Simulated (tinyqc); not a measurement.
Inside a calculation (part 1 of 2). Method: coupled-perturbed Hartree-Fock on RHF in the 6-31g basis, for H4, spin multiplicity 1. Computed by tinyqc, a small Python program that keeps every step (integrals from PySCF). Settings: charge = 0, multiplicity = 1, basis = 6-31g, method = RHF, energy threshold = 1e-10, iteration cap = 50, orthogonalisation = symmetric, start = Wolfsberg-Helmholz matrix, DIIS depth = 6. Command: `OMP_NUM_THREADS=1 python tinyqc.py 20239 20240 out.jsonl` (the two numbers bound the seeds that draw the settings). One thread of a shared host (Intel(R) Xeon(R) Processor @ 2.60GHz), about 0.1 s of CPU time with the checks. The early iterations of the SCF are left out here.

## One-electron integrals

Geometry (angstrom):
```
atom         x         y         z
H     0.000000  0.000000  0.000000
H     0.000000  0.000000  0.725000
H     0.000000  1.301000  0.000000
H     0.000000  1.301000  0.725000
```

Basis 6-31g: exponents (1/bohr^2) and contraction coefficients of normalised primitives:
```
element  l (shell)   exponent  coefficient
H            s (1)  18.731137     0.033495
H            s (1)   2.825394     0.234727
H            s (1)   0.640122     0.813757
H            s (2)   0.161278     1.000000
```

Overlap, kinetic and nuclear-attraction integrals over the contracted functions; the nuclear repulsion is the sum of Za Zb / Rab.

nuclear repulsion = 2.98389718 hartree

overlap S, order 1H 1s, 1H 2s, 2H 1s, 2H 2s, 3H 1s, 3H 2s, 4H 1s, 4H 2s:
$$\begin{pmatrix}
1.000000 & 0.658292 & 0.468838 & 0.514338 & 0.107110 & 0.297587 & 0.056741 & 0.232653 \\
0.658292 & 1.000000 & 0.514338 & 0.859536 & 0.297587 & 0.614213 & 0.232653 & 0.527939 \\
0.468838 & 0.514338 & 1.000000 & 0.658292 & 0.056741 & 0.232653 & 0.107110 & 0.297587 \\
0.514338 & 0.859536 & 0.658292 & 1.000000 & 0.232653 & 0.527939 & 0.297587 & 0.614213 \\
0.107110 & 0.297587 & 0.056741 & 0.232653 & 1.000000 & 0.658292 & 0.468838 & 0.514338 \\
0.297587 & 0.614213 & 0.232653 & 0.527939 & 0.658292 & 1.000000 & 0.514338 & 0.859536 \\
0.056741 & 0.232653 & 0.107110 & 0.297587 & 0.468838 & 0.514338 & 1.000000 & 0.658292 \\
0.232653 & 0.527939 & 0.297587 & 0.614213 & 0.514338 & 0.859536 & 0.658292 & 1.000000
\end{pmatrix}$$

kinetic energy T (hartree), order 1H 1s, 1H 2s, 2H 1s, 2H 2s, 3H 1s, 3H 2s, 4H 1s, 4H 2s:
$$\begin{pmatrix}
1.395678 & 0.259735 & 0.249859 & 0.169320 & -0.046841 & 0.055021 & -0.046662 & 0.027971 \\
0.259735 & 0.241917 & 0.169320 & 0.186954 & 0.055021 & 0.100306 & 0.027971 & 0.073329 \\
0.249859 & 0.169320 & 1.395678 & 0.259735 & -0.046662 & 0.027971 & -0.046841 & 0.055021 \\
0.169320 & 0.186954 & 0.259735 & 0.241917 & 0.027971 & 0.073329 & 0.055021 & 0.100306 \\
-0.046841 & 0.055021 & -0.046662 & 0.027971 & 1.395678 & 0.259735 & 0.249859 & 0.169320 \\
0.055021 & 0.100306 & 0.027971 & 0.073329 & 0.259735 & 0.241917 & 0.169320 & 0.186954 \\
-0.046662 & 0.027971 & -0.046841 & 0.055021 & 0.249859 & 0.169320 & 1.395678 & 0.259735 \\
0.027971 & 0.073329 & 0.055021 & 0.100306 & 0.169320 & 0.186954 & 0.259735 & 0.241917
\end{pmatrix}$$

nuclear attraction V (hartree), order 1H 1s, 1H 2s, 2H 1s, 2H 2s, 3H 1s, 3H 2s, 4H 1s, 4H 2s:
$$\begin{pmatrix}
-3.131389 & -1.688565 & -1.448660 & -1.358187 & -0.290118 & -0.776990 & -0.160083 & -0.625719 \\
-1.688565 & -1.906785 & -1.358187 & -1.694895 & -0.776990 & -1.250469 & -0.625719 & -1.112930 \\
-1.448660 & -1.358187 & -3.131389 & -1.688565 & -0.160083 & -0.625719 & -0.290118 & -0.776990 \\
-1.358187 & -1.694895 & -1.688565 & -1.906785 & -0.625719 & -1.112930 & -0.776990 & -1.250469 \\
-0.290118 & -0.776990 & -0.160083 & -0.625719 & -3.131389 & -1.688565 & -1.448660 & -1.358187 \\
-0.776990 & -1.250469 & -0.625719 & -1.112930 & -1.688565 & -1.906785 & -1.358187 & -1.694895 \\
-0.160083 & -0.625719 & -0.290118 & -0.776990 & -1.448660 & -1.358187 & -3.131389 & -1.688565 \\
-0.625719 & -1.112930 & -0.776990 & -1.250469 & -1.358187 & -1.694895 & -1.688565 & -1.906785
\end{pmatrix}$$

core Hamiltonian H = T + V (hartree), order 1H 1s, 1H 2s, 2H 1s, 2H 2s, 3H 1s, 3H 2s, 4H 1s, 4H 2s:
$$\begin{pmatrix}
-1.735711 & -1.428830 & -1.198801 & -1.188867 & -0.336959 & -0.721969 & -0.206745 & -0.597748 \\
-1.428830 & -1.664869 & -1.188867 & -1.507941 & -0.721969 & -1.150163 & -0.597748 & -1.039601 \\
-1.198801 & -1.188867 & -1.735711 & -1.428830 & -0.206745 & -0.597748 & -0.336959 & -0.721969 \\
-1.188867 & -1.507941 & -1.428830 & -1.664869 & -0.597748 & -1.039601 & -0.721969 & -1.150163 \\
-0.336959 & -0.721969 & -0.206745 & -0.597748 & -1.735711 & -1.428830 & -1.198801 & -1.188867 \\
-0.721969 & -1.150163 & -0.597748 & -1.039601 & -1.428830 & -1.664869 & -1.188867 & -1.507941 \\
-0.206745 & -0.597748 & -0.336959 & -0.721969 & -1.198801 & -1.188867 & -1.735711 & -1.428830 \\
-0.597748 & -1.039601 & -0.721969 & -1.150163 & -1.188867 & -1.507941 & -1.428830 & -1.664869
\end{pmatrix}$$

## Two-electron integrals

Functions are numbered as in S; the eight-fold symmetry (ij|kl) = (ji|kl) = (kl|ij) leaves the list below.

Two-electron integrals (ij|kl) in chemists' order, unique and non-zero (hartree):
```
(11|11) 1.076566   (21|11) 0.578470   (21|21) 0.329423   (22|11) 0.587396
(22|21) 0.361304   (22|22) 0.453150   (31|11) 0.422686   (31|21) 0.240039
(31|22) 0.261013   (31|31) 0.212952   (32|11) 0.353250   (32|21) 0.213593
(32|22) 0.256285   (32|31) 0.196055   (32|32) 0.200172   (33|11) 0.671857
(33|21) 0.412444   (33|22) 0.501101   (33|31) 0.422686   (33|32) 0.445596
(33|33) 1.076566   (41|11) 0.445596   (41|21) 0.254590   (41|22) 0.280681
(41|31) 0.196055   (41|32) 0.177780   (41|33) 0.353250   (41|41) 0.200172
(42|11) 0.484207   (42|21) 0.299384   (42|22) 0.379892   (42|31) 0.233551
(42|32) 0.238766   (42|33) 0.484207   (42|41) 0.238766   (42|42) 0.334789
(43|11) 0.412444   (43|21) 0.253687   (43|22) 0.314091   (43|31) 0.240039
(43|32) 0.254590   (43|33) 0.578470   (43|41) 0.213593   (43|42) 0.299384
(43|43) 0.329423   (44|11) 0.501101   (44|21) 0.314091   (44|22) 0.411294
(44|31) 0.261013   (44|32) 0.280681   (44|33) 0.587396   (44|41) 0.256285
(44|42) 0.379892   (44|43) 0.361304   (44|44) 0.453150   (51|11) 0.076453
(51|21) 0.045869   (51|22) 0.054379   (51|31) 0.032372   (51|32) 0.030190
(51|33) 0.056686   (51|41) 0.035478   (51|42) 0.045083   (51|43) 0.036028
(51|44) 0.047398   (51|51) 0.010404   (52|11) 0.143457   (52|21) 0.091591
(52|22) 0.123261   (52|31) 0.063864   (52|32) 0.064426   (52|33) 0.121369
(52|41) 0.071123   (52|42) 0.103027   (52|43) 0.078722   (52|44) 0.110767
(52|51) 0.023503   (52|52) 0.066385   (53|11) 0.036588   (53|21) 0.022514
(53|22) 0.027708   (53|31) 0.018396   (53|32) 0.018383   (53|33) 0.037213
(53|41) 0.018257   (53|42) 0.024711   (53|43) 0.022728   (53|44) 0.027770
(53|51) 0.004970   (53|52) 0.011560   (53|53) 0.002894   (54|11) 0.111411
(54|21) 0.071186   (54|22) 0.095981   (54|31) 0.051294   (54|32) 0.052476
(54|33) 0.100056   (54|41) 0.055914   (54|42) 0.081919   (54|43) 0.064604
(54|44) 0.089676   (54|51) 0.018171   (54|52) 0.051348   (54|53) 0.009412
(54|54) 0.040421   (55|11) 0.405660   (55|21) 0.265062   (55|22) 0.377920
(55|31) 0.182840   (55|32) 0.189499   (55|33) 0.355061   (55|41) 0.206021
(55|42) 0.316303   (55|43) 0.233092   (55|44) 0.341527   (55|51) 0.076453
(55|52) 0.249891   (55|53) 0.037213   (55|54) 0.192667   (55|55) 1.076566
(61|11) 0.249891   (61|21) 0.143796   (61|22) 0.160342   (61|31) 0.104318
(61|32) 0.093835   (61|33) 0.180647   (61|41) 0.111171   (61|42) 0.132944
(61|43) 0.111681   (61|44) 0.139712   (61|51) 0.023503   (61|52) 0.048388
(61|53) 0.011475   (61|54) 0.037559   (61|55) 0.143457   (61|61) 0.066385
(62|11) 0.316920   (62|21) 0.197995   (62|22) 0.257282   (62|31) 0.141816
(62|32) 0.141764   (62|33) 0.274998   (62|41) 0.153904   (62|42) 0.216032
(62|43) 0.174411   (62|44) 0.234970   (62|51) 0.037718   (62|52) 0.095423
(62|53) 0.019172   (62|54) 0.074207   (62|55) 0.316920   (62|61) 0.095423
(62|62) 0.170955   (63|11) 0.154384   (63|21) 0.093934   (63|22) 0.114037
(63|31) 0.085150   (63|32) 0.087450   (63|33) 0.192667   (63|41) 0.078039
(63|42) 0.106075   (63|43) 0.111215   (63|44) 0.124638   (63|51) 0.015223
(63|52) 0.033425   (63|53) 0.009412   (63|54) 0.027423   (63|55) 0.100056
(63|61) 0.043359   (63|62) 0.068114   (63|63) 0.040421   (64|11) 0.262412
(64|21) 0.164628   (64|22) 0.216032   (64|31) 0.126371   (64|32) 0.131065
(64|33) 0.262412   (64|41) 0.131065   (64|42) 0.190081   (64|43) 0.164628
(64|44) 0.216032   (64|51) 0.031147   (64|52) 0.079202   (64|53) 0.017146
(64|54) 0.063196   (64|55) 0.262412   (64|61) 0.079202   (64|62) 0.143317
(64|63) 0.063196   (64|64) 0.126302   (65|11) 0.265062   (65|21) 0.172214
(65|22) 0.243263   (65|31) 0.119599   (65|32) 0.123737   (65|33) 0.233092
(65|41) 0.133898   (65|42) 0.204003   (65|43) 0.152498   (65|44) 0.221380
(65|51) 0.045869   (65|52) 0.143796   (65|53) 0.022728   (65|54) 0.111215
(65|55) 0.578470   (65|61) 0.091591   (65|62) 0.197995   (65|63) 0.064604
(65|64) 0.164628   (65|65) 0.329423   (66|11) 0.377920   (66|21) 0.243263
(66|22) 0.340600   (66|31) 0.171754   (66|32) 0.178202   (66|33) 0.341527
(66|41) 0.189358   (66|42) 0.287209   (66|43) 0.221380   (66|44) 0.316241
(66|51) 0.054379   (66|52) 0.160342   (66|53) 0.027770   (66|54) 0.124638
(66|55) 0.587396   (66|61) 0.123261   (66|62) 0.257282   (66|63) 0.089676
(66|64) 0.216032   (66|65) 0.361304   (66|66) 0.453150   (71|11) 0.037213
(71|21) 0.022728   (71|22) 0.027770   (71|31) 0.018396   (71|32) 0.018257
(71|33) 0.036588   (71|41) 0.018383   (71|42) 0.024711   (71|43) 0.022514
(71|44) 0.027708   (71|51) 0.004970   (71|52) 0.011475   (71|53) 0.002891
(71|54) 0.009362   (71|55) 0.036588   (71|61) 0.011560   (71|62) 0.019172
(71|63) 0.009362   (71|64) 0.017146   (71|65) 0.022514   (71|66) 0.027708
(71|71) 0.002894   (72|11) 0.100056   (72|21) 0.064604   (72|22) 0.089676
(72|31) 0.051294   (72|32) 0.055914   (72|33) 0.111411   (72|41) 0.052476
(72|42) 0.081919   (72|43) 0.071186   (72|44) 0.095981   (72|51) 0.015223
(72|52) 0.043359   (72|53) 0.009362   (72|54) 0.036106   (72|55) 0.154384
(72|61) 0.033425   (72|62) 0.068114   (72|63) 0.029565   (72|64) 0.063196
(72|65) 0.093934   (72|66) 0.114037   (72|71) 0.009412   (72|72) 0.040421
(73|11) 0.056686   (73|21) 0.036028   (73|22) 0.047398   (73|31) 0.032372
(73|32) 0.035478   (73|33) 0.076453   (73|41) 0.030190   (73|42) 0.045083
(73|43) 0.045869   (73|44) 0.054379   (73|51) 0.007294   (73|52) 0.017964
(73|53) 0.004970   (73|54) 0.015223   (73|55) 0.056686   (73|61) 0.017964
(73|62) 0.032384   (73|63) 0.018171   (73|64) 0.031147   (73|65) 0.036028
(73|66) 0.047398   (73|71) 0.004970   (73|72) 0.018171   (73|73) 0.010404
(74|11) 0.121369   (74|21) 0.078722   (74|22) 0.110767   (74|31) 0.063864
(74|32) 0.071123   (74|33) 0.143457   (74|41) 0.064426   (74|42) 0.103027
(74|43) 0.091591   (74|44) 0.123261   (74|51) 0.017964   (74|52) 0.051464
(74|53) 0.011475   (74|54) 0.043359   (74|55) 0.180647   (74|61) 0.040375
(74|62) 0.083482   (74|63) 0.037559   (74|64) 0.079202   (74|65) 0.111681
(74|66) 0.139712   (74|71) 0.011560   (74|72) 0.051348   (74|73) 0.023503
(74|74) 0.066385   (75|11) 0.182840   (75|21) 0.119599   (75|22) 0.171754
(75|31) 0.088497   (75|32) 0.095316   (75|33) 0.182840   (75|41) 0.095316
(75|42) 0.151510   (75|43) 0.119599   (75|44) 0.171754   (75|51) 0.032372
(75|52) 0.104318   (75|53) 0.018396   (75|54) 0.085150   (75|55) 0.422686
(75|61) 0.063864   (75|62) 0.141816   (75|63) 0.051294   (75|64) 0.126371
(75|65) 0.240039   (75|66) 0.261013   (75|71) 0.018396   (75|72) 0.085150
(75|73) 0.032372   (75|74) 0.104318   (75|75) 0.212952   (76|11) 0.189499
(76|21) 0.123737   (76|22) 0.178202   (76|31) 0.095316   (76|32) 0.105043
(76|33) 0.206021   (76|41) 0.099791   (76|42) 0.161677   (76|43) 0.133898
(76|44) 0.189358   (76|51) 0.030190   (76|52) 0.093835   (76|53) 0.018257
(76|54) 0.078039   (76|55) 0.353250   (76|61) 0.064426   (76|62) 0.141764
(76|63) 0.055914   (76|64) 0.131065   (76|65) 0.213593   (76|66) 0.256285
(76|71) 0.018383   (76|72) 0.087450   (76|73) 0.035478   (76|74) 0.111171
(76|75) 0.196055   (76|76) 0.200172   (77|11) 0.355061   (77|21) 0.233092
(77|22) 0.341527   (77|31) 0.182840   (77|32) 0.206021   (77|33) 0.405660
(77|41) 0.189499   (77|42) 0.316303   (77|43) 0.265062   (77|44) 0.377920
(77|51) 0.056686   (77|52) 0.180647   (77|53) 0.036588   (77|54) 0.154384
(77|55) 0.671857   (77|61) 0.121369   (77|62) 0.274998   (77|63) 0.111411
(77|64) 0.262412   (77|65) 0.412444   (77|66) 0.501101   (77|71) 0.037213
(77|72) 0.192667   (77|73) 0.076453   (77|74) 0.249891   (77|75) 0.422686
(77|76) 0.445596   (77|77) 1.076566   (81|11) 0.192667   (81|21) 0.111215
(81|22) 0.124638   (81|31) 0.085150   (81|32) 0.078039   (81|33) 0.154384
(81|41) 0.087450   (81|42) 0.106075   (81|43) 0.093934   (81|44) 0.114037
(81|51) 0.018171   (81|52) 0.037559   (81|53) 0.009362   (81|54) 0.029565
(81|55) 0.111411   (81|61) 0.051348   (81|62) 0.074207   (81|63) 0.036106
(81|64) 0.063196   (81|65) 0.071186   (81|66) 0.095981   (81|71) 0.009412
(81|72) 0.027423   (81|73) 0.015223   (81|74) 0.033425   (81|75) 0.051294
(81|76) 0.052476   (81|77) 0.100056   (81|81) 0.040421   (82|11) 0.262412
(82|21) 0.164628   (82|22) 0.216032   (82|31) 0.126371   (82|32) 0.131065
(82|33) 0.262412   (82|41) 0.131065   (82|42) 0.190081   (82|43) 0.164628
(82|44) 0.216032   (82|51) 0.031147   (82|52) 0.079202   (82|53) 0.017146
(82|54) 0.063196   (82|55) 0.262412   (82|61) 0.079202   (82|62) 0.143317
(82|63) 0.063196   (82|64) 0.126302   (82|65) 0.164628   (82|66) 0.216032
(82|71) 0.017146   (82|72) 0.063196   (82|73) 0.031147   (82|74) 0.079202
(82|75) 0.126371   (82|76) 0.131065   (82|77) 0.262412   (82|81) 0.063196
(82|82) 0.126302   (83|11) 0.180647   (83|21) 0.111681   (83|22) 0.139712
(83|31) 0.104318   (83|32) 0.111171   (83|33) 0.249891   (83|41) 0.093835
(83|42) 0.132944   (83|43) 0.143796   (83|44) 0.160342   (83|51) 0.017964
(83|52) 0.040375   (83|53) 0.011560   (83|54) 0.033425   (83|55) 0.121369
(83|61) 0.051464   (83|62) 0.083482   (83|63) 0.051348   (83|64) 0.079202
(83|65) 0.078722   (83|66) 0.110767   (83|71) 0.011475   (83|72) 0.037559
(83|73) 0.023503   (83|74) 0.048388   (83|75) 0.063864   (83|76) 0.071123
(83|77) 0.143457   (83|81) 0.043359   (83|82) 0.079202   (83|83) 0.066385
(84|11) 0.274998   (84|21) 0.174411   (84|22) 0.234970   (84|31) 0.141816
(84|32) 0.153904   (84|33) 0.316920   (84|41) 0.141764   (84|42) 0.216032
(84|43) 0.197995   (84|44) 0.257282   (84|51) 0.032384   (84|52) 0.083482
(84|53) 0.019172   (84|54) 0.068114   (84|55) 0.274998   (84|61) 0.083482
(84|62) 0.155164   (84|63) 0.074207   (84|64) 0.143317   (84|65) 0.174411
(84|66) 0.234970   (84|71) 0.019172   (84|72) 0.074207   (84|73) 0.037718
(84|74) 0.095423   (84|75) 0.141816   (84|76) 0.153904   (84|77) 0.316920
(84|81) 0.068114   (84|82) 0.143317   (84|83) 0.095423   (84|84) 0.170955
(85|11) 0.206021   (85|21) 0.133898   (85|22) 0.189358   (85|31) 0.095316
(85|32) 0.099791   (85|33) 0.189499   (85|41) 0.105043   (85|42) 0.161677
(85|43) 0.123737   (85|44) 0.178202   (85|51) 0.035478   (85|52) 0.111171
(85|53) 0.018383   (85|54) 0.087450   (85|55) 0.445596   (85|61) 0.071123
(85|62) 0.153904   (85|63) 0.052476   (85|64) 0.131065   (85|65) 0.254590
(85|66) 0.280681   (85|71) 0.018257   (85|72) 0.078039   (85|73) 0.030190
(85|74) 0.093835   (85|75) 0.196055   (85|76) 0.177780   (85|77) 0.353250
(85|81) 0.055914   (85|82) 0.131065   (85|83) 0.064426   (85|84) 0.141764
(85|85) 0.200172   (86|11) 0.316303   (86|21) 0.204003   (86|22) 0.287209
(86|31) 0.151510   (86|32) 0.161677   (86|33) 0.316303   (86|41) 0.161677
(86|42) 0.251636   (86|43) 0.204003   (86|44) 0.287209   (86|51) 0.045083
(86|52) 0.132944   (86|53) 0.024711   (86|54) 0.106075   (86|55) 0.484207
(86|61) 0.103027   (86|62) 0.216032   (86|63) 0.081919   (86|64) 0.190081
(86|65) 0.299384   (86|66) 0.379892   (86|71) 0.024711   (86|72) 0.106075
(86|73) 0.045083   (86|74) 0.132944   (86|75) 0.233551   (86|76) 0.238766
(86|77) 0.484207   (86|81) 0.081919   (86|82) 0.190081   (86|83) 0.103027
(86|84) 0.216032   (86|85) 0.238766   (86|86) 0.334789   (87|11) 0.233092
(87|21) 0.152498   (87|22) 0.221380   (87|31) 0.119599   (87|32) 0.133898
(87|33) 0.265062   (87|41) 0.123737   (87|42) 0.204003   (87|43) 0.172214
(87|44) 0.243263   (87|51) 0.036028   (87|52) 0.111681   (87|53) 0.022514
(87|54) 0.093934   (87|55) 0.412444   (87|61) 0.078722   (87|62) 0.174411
(87|63) 0.071186   (87|64) 0.164628   (87|65) 0.253687   (87|66) 0.314091
(87|71) 0.022728   (87|72) 0.111215   (87|73) 0.045869   (87|74) 0.143796
(87|75) 0.240039   (87|76) 0.254590   (87|77) 0.578470   (87|81) 0.064604
(87|82) 0.164628   (87|83) 0.091591   (87|84) 0.197995   (87|85) 0.213593
(87|86) 0.299384   (87|87) 0.329423   (88|11) 0.341527   (88|21) 0.221380
(88|22) 0.316241   (88|31) 0.171754   (88|32) 0.189358   (88|33) 0.377920
(88|41) 0.178202   (88|42) 0.287209   (88|43) 0.243263   (88|44) 0.340600
(88|51) 0.047398   (88|52) 0.139712   (88|53) 0.027708   (88|54) 0.114037
(88|55) 0.501101   (88|61) 0.110767   (88|62) 0.234970   (88|63) 0.095981
(88|64) 0.216032   (88|65) 0.314091   (88|66) 0.411294   (88|71) 0.027770
(88|72) 0.124638   (88|73) 0.054379   (88|74) 0.160342   (88|75) 0.261013
(88|76) 0.280681   (88|77) 0.587396   (88|81) 0.089676   (88|82) 0.216032
(88|83) 0.123261   (88|84) 0.257282   (88|85) 0.256285   (88|86) 0.379892
(88|87) 0.361304   (88|88) 0.453150
```

## Orthogonalisation

S = U s U^T; symmetric (Loewdin) form X = U s^(-1/2) U^T, so that X^T S X = 1.

eigenvalues of S: [0.040023, 0.130085, 0.304798, 0.481893, 0.494959, 0.678185, 1.717574, 4.152483]

X, order 1H 1s, 1H 2s, 2H 1s, 2H 2s, 3H 1s, 3H 2s, 4H 1s, 4H 2s:
$$\begin{pmatrix}
1.308453 & -0.533128 & -0.202488 & 0.074482 & 0.007474 & 0.015866 & 0.029319 & 0.002144 \\
-0.533128 & 2.419669 & 0.074482 & -1.272824 & 0.015866 & -0.776510 & 0.002144 & 0.418179 \\
-0.202488 & 0.074482 & 1.308453 & -0.533128 & 0.029319 & 0.002144 & 0.007474 & 0.015866 \\
0.074482 & -1.272824 & -0.533128 & 2.419669 & 0.002144 & 0.418179 & 0.015866 & -0.776510 \\
0.007474 & 0.015866 & 0.029319 & 0.002144 & 1.308453 & -0.533128 & -0.202488 & 0.074482 \\
0.015866 & -0.776510 & 0.002144 & 0.418179 & -0.533128 & 2.419669 & 0.074482 & -1.272824 \\
0.029319 & 0.002144 & 0.007474 & 0.015866 & -0.202488 & 0.074482 & 1.308453 & -0.533128 \\
0.002144 & 0.418179 & 0.015866 & -0.776510 & 0.074482 & -1.272824 & -0.533128 & 2.419669
\end{pmatrix}$$
